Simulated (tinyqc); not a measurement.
Dopant series: competing polymorphs of an oxide film: bulk, surface, grain-boundary, dopant and field terms. Computed by tinyqc, a small Python program. Command: `OMP_NUM_THREADS=1 python tinyqc.py 3014459 3014460 out.jsonl polymorph walk`. One thread of a shared host (Intel(R) Xeon(R) Processor @ 2.30GHz), about 0.01 s of CPU time with the checks.

Phases: monoclinic m (reference), polar orthorhombic o, tetragonal t. Free energies per formula unit (f.u.); 1 J/m^2 x angstrom^3/nm = 6.241509 meV.

Inputs (values chosen for the exercise, for a model oxide):
```
quantity                                    value          unit
energy of the polar phase o over m           81.7      meV/f.u.
energy of the tetragonal phase t over m       107      meV/f.u.
entropy of o over m                        0.0057  meV/(f.u. K)
entropy of t over m                         0.062  meV/(f.u. K)
surface energy of m                          3.36         J/m^2
surface energy of o                          2.79         J/m^2
surface energy of t                           2.6         J/m^2
grain-boundary energy over surface energy    0.74             -
volume per formula unit Omega                33.3    angstrom^3
film thickness h                                4            nm
temperature T                                1100             K
shift of o per % of dopant                   -6.3      meV/f.u.
shift of t per % of dopant                    -20      meV/f.u.
interlayer thickness (SiO2)                  0.99            nm
```

Geometry: columnar grains in a film.

permittivities of m, o, t: 18  24  36

Method:
- Bulk term b = H - T S + (shift) x, zero for m.
- With G = b + gamma Omega A (b the bulk free energy per formula unit, A the area per volume), two phases i, j cross at A_ij = (b_j - b_i)/(Omega (gamma_i - gamma_j)); o has a window only if A_mo < A_ot.
- Grain radii are log-normal by volume with median R and width sigma; the share with A above A* is that with radius below R*, R* = f_b/(A* - 2/h) (all grains if A* <= 2/h), share = (1/2) erfc[-ln(R*/R)/(sqrt 2 sigma)]. Effective permittivity of a layer of thickness h built of such grains, taken in parallel: sum of share x eps; EOT = interlayer + 3.9 h/eps.

Against dopant content:
```
x (%)  A_mo (1/nm)  A_ot (1/nm)  share m  share o  share t
0.0        0.63670      -0.9276        0        0        1
1.0        0.58352      -1.2745        0        0        1
2.0        0.53034      -1.6214        0        0        1
3.0        0.47717      -1.9683        0        0        1
4.0        0.42399      -2.3153        0        0        1
5.0        0.37081      -2.6622        0        0        1
6.5        0.29104      -3.1826        0        0        1
8.0        0.21128      -3.7030        0        0        1
10.0       0.10492      -4.3968        0        0        1
```

What follows from these numbers?

The dopant lowers t by 20 and o by 6.3 meV per %, so A_ot falls faster than A_mo. The share of o stays under 2 % at every content listed. t holds the majority from x = 0 % on.

Extremes, crossings and ranges named in words are read from the listed rows.
